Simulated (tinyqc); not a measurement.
Plane-wave Kohn-Sham cycle with exchange-only LDA in a layered model solid, step by step. One step of it, computed by the program tinyqc.

Task: Iteration 1: levels at that k. Diagonalise the Hermitian matrix.

H (hartree):
```
           -3         -2         -1         +0         +1         +2         +3
-3   0.591002  -0.135000   0.000000   0.000000   0.000000   0.000000   0.000000
-2  -0.135000   0.146445  -0.135000   0.000000   0.000000   0.000000   0.000000
-1   0.000000  -0.135000  -0.120289  -0.135000   0.000000   0.000000   0.000000
+0   0.000000   0.000000  -0.135000  -0.209200  -0.135000   0.000000   0.000000
+1   0.000000   0.000000   0.000000  -0.135000  -0.120289  -0.135000   0.000000
+2   0.000000   0.000000   0.000000   0.000000  -0.135000   0.146445  -0.135000
+3   0.000000   0.000000   0.000000   0.000000   0.000000  -0.135000   0.591002
```

Give: eigenvalues.

Result:

eigenvalues (hartree): -0.3756  -0.1804  -0.0336  0.1669  0.1864  0.6306  0.6307
